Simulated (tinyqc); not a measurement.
Trap density and cross-section from the conductance peak.

Inverse problem. For a continuum of interface traps on an n-type substrate Gp/w peaks at 2 pi f tau = 1.9803 with the height 0.40237 q Dit, and tau = 1/(sn vth Nd exp(psi/Vt)) with psi = ps. Find Dit, tau and sn.

Parameters, values chosen for the exercise:

| symbol | value | unit | meaning |
|---|---|---|---|
| T | 200 | K | temperature |
| Nd | 7.8e15 | cm^-3 | donor density |
| ps | -0.115 | V | band bending psi |
| vth | 1.8e7 | cm/s | thermal velocity |

Constants: q = 1.602176634e-19 C, kB = 1.380649e-23 J/K, Vt = kB T/q. Results are converted to the units shown.

peak Gp/w = 186.95367 nF/cm^2
frequency of the peak = 727.76158 Hz

Solution. The height gives Dit, the position tau, and tau with the surface density gives sn.

Dit = 2.90e12 cm^-2 eV^-1
tau = 4.33e-4 s
sn = 1.30e-17 cm^2

Computed by the program tinyqc: `OMP_NUM_THREADS=1 python tinyqc.py 2030033 2030034 out.jsonl`, one thread of a shared Intel Xeon 2.30GHz, about 0.01 s for the whole run.
